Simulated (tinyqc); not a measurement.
# Conversion gain and read noise from the photon-transfer curve

Problem. Temporal variance = CG x mean output + vn^2 (dark signal removed), CG = q As/Cf. Find CG, vn, the read noise in electrons and Cf.

Inputs (values chosen for the exercise):
- As = 0.88 (source-follower gain)

Constants: q = 1.602176634e-19 C. Results are converted to the units shown.

temporal variance at mean outputs of 18 and 110 mV (mV^2): 0.8559492628  5.179689939

Answer. Poisson statistics make the slope equal to CG; the intercept is vn^2.

CG = 47.00 uV/electron
vn = 100.0 uV
read noise = 2.128 electrons
Cf = 3.000 fF

Numbers from tinyqc (`OMP_NUM_THREADS=1 python tinyqc.py 2630013 2630014 out.jsonl`; about 0.01 s on one thread of a shared Intel Xeon 2.30GHz).
